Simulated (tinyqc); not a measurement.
MOS capacitor on a p-type substrate, surface potential from the exact charge relation: Capacitance-voltage curves.

Uniform p-type substrate, Boltzmann statistics, full ionisation, classical densities. psi is the surface potential against the body (positive when the bands bend down) and u = psi/Vt. Traps are spread evenly over the gap and neutral at flat band, so their charge is -q Dit psi; the minority quasi-Fermi level is shifted by Vb.

ni = sqrt(Nc Nv) exp(-Eg/(2 Vt)), Eg in volts; phiF = Vt ln(N/ni); Cox = eps0 eox/tox; Vfb = phiM - chi - (Eg - Vt ln(Nv/N)) - q Nf/Cox; Q0 = sqrt(2 eps0 eps_r q N Vt); r = (ni/N)^2 exp(-Vb/Vt); VT = Vfb + [(2 phiF + Vb)(1 + q Dit/Cox) + sqrt(2 eps0 eps_r q N (2 phiF + Vb))/Cox]. u = psi/Vt; F^2 = exp(-u) + u - 1 + r (exp(u) - u - 1); Qs = -sign(u) Q0 F; Cs = -dQs/dpsi = (Q0/Vt) |1 - exp(-u) + r (exp(u) - 1)|/(2 F). psi solves Vg = Vfb + psi + (q Dit psi - Qs)/Cox. Low frequency: 1/C_LF = 1/Cox + 1/(Cs + q Dit). High frequency, in the simple estimate in which traps and minority carriers do not follow: 1/C_HF = 1/Cox + 1/Cd, Cd being Cs with r = 0 at the same psi. Deep depletion: r = 0 and Dit = 0 both in the equation for psi and in Cs. Minority sheet density N_inv = (Q0/(2 q)) int_0^u r (exp(t) - 1)/F(t) dt for u > 0. N_inv under 1 cm^-2 is printed as 0. Regimes: accumulation when majority carriers gather, then depletion up to |psi| = phiF + Vb, weak inversion up to 2 phiF + Vb, strong inversion beyond.

Parameters, values chosen for the exercise; band and dielectric values those of a made-up semiconductor:

| symbol | value | unit | meaning |
|---|---|---|---|
| T | 300 | K | temperature |
| Eg | 1.36 | eV | band gap |
| eps_r | 14.2 |  | relative permittivity |
| Nc | 2.77e19 | cm^-3 | conduction-band density of states at T |
| Nv | 2.56e19 | cm^-3 | valence-band density of states at T |
| chi | 4.99 | eV | electron affinity |
| N | 1.3e16 | cm^-3 | acceptor density of the substrate |
| eox | 3.9 |  | relative permittivity of the gate insulator (close to silicon dioxide) |
| tox | 4 | nm | insulator thickness |
| phiM | 5.65 | eV | gate work function |
| Nf | 1.5e10 | cm^-2 | fixed charge at the interface, in units of q |
| Dit | 0 | cm^-2 eV^-1 | density of interface traps |
| Vb | 0.2 | V | reverse bias of the inversion layer against the body |

Constants: q = 1.602176634e-19 C, kB = 1.380649e-23 J/K, Vt = kB T/q, eps0 = 8.8541878128e-14 F/cm where lengths are in cm. Results are converted to the units shown.

Capacitance-voltage curves:
```
Vg (V)  psi (V)  C_LF/Cox  C_HF/Cox  C_deep/Cox  N_inv (cm^-2)            regime
-1.09   -0.1764    0.8880    0.8880      0.8880              0      accumulation
-0.71   -0.1051    0.6717    0.6717      0.6717              0      accumulation
-0.33    0.1474    0.1070    0.1070      0.1070              0         depletion
0.05     0.4990   0.05744   0.05744     0.05744              0         depletion
0.43     0.8601   0.04388   0.04388     0.04388        4.764e4    weak inversion
0.81      1.218    0.2329   0.03697     0.03687       3.918e10  strong inversion
1.19      1.334    0.8672   0.03535     0.03241       1.446e12  strong inversion
1.57      1.370    0.9306   0.03489     0.02926       3.299e12  strong inversion
1.95      1.391    0.9533   0.03463     0.02687       5.230e12  strong inversion
```

What does the comparison show, and why?

C_LF/Cox is lowest, 0.0439, at Vg = 0.43 V (weak inversion) among the rows listed and is 0.953 in the last row, where C_HF/Cox is 0.0346 and the deep-depletion value 0.0269. Vfb = -0.507 V, where C_HF/Cox = 0.269 (Cox in series with eps0 eps_r/LD), and VT = 0.750 V. Over the last two rows psi moves by only 0.057 V a volt of gate bias, since the inversion charge screens the body. In strong accumulation and inversion degeneracy and confinement, left out here, lower the capacitance.

tinyqc, about 0.01 s, one thread, Intel Xeon 2.30GHz (shared host): `OMP_NUM_THREADS=1 python tinyqc.py 2060113 2060114 out.jsonl`
